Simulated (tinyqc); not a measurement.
Finite-size error of a charged defect in a periodic cell: Madelung and Makov-Payne terms: one step, computed by the program tinyqc.

L is the cube root of the cell volume. The defect charge is a Gaussian, rho(r) = q (2 pi sigma^2)^(-3/2) exp(-r^2/2 sigma^2), repeated periodically in a uniform neutralising background and screened by a continuum. The model cell energy is E(L) = E_0 + [periodic - isolated electrostatic energy].

Task: Madelung energy. Ewald sum for a unit point charge: scale each Cartesian component of the cell by 1/sqrt(eps_i), giving R', G' and V'; E = [ (1/2) sum erfc(eta R')/R' + (2 pi/V') sum exp(-G'^2/4 eta^2)/G'^2 - eta/sqrt(pi) - pi/(2 V' eta^2) ] e^2/(4 pi eps_0) / sqrt(eps_x eps_y eps_z), over n_i = -6..6, omitting n = (0,0,0), eta = 2/V'^(1/3). alpha = -2 E eps_g L/(e^2/(4 pi eps_0)), eps_g = (eps_x eps_y eps_z)^(1/3).

Inputs (values chosen for the exercise, with screening close to that of GaSb): charge q = -2 e; cell length L = 12.7 angstrom; dielectric constant eps = 15.6.

Supercell lattice: fcc. Screening: isotropic.

cell vectors (rows) (angstrom):
$$\begin{pmatrix}
0.00000 & 10.08000 & 10.08000 \\
10.08000 & 0.00000 & 10.08000 \\
10.08000 & 10.08000 & 0.00000
\end{pmatrix}$$

Constants: e^2/(4 pi eps_0) = 14.39964548 eV angstrom.

Give: terms for a unit charge; Madelung constant alpha; point-charge correction -q^2 E.

Result:

terms for a unit charge (eV): real space 0.00058, reciprocal 0.00501, self -0.08201, background -0.02854

Madelung constant alpha = 2.888

point-charge correction -q^2 E = 0.4198 eV
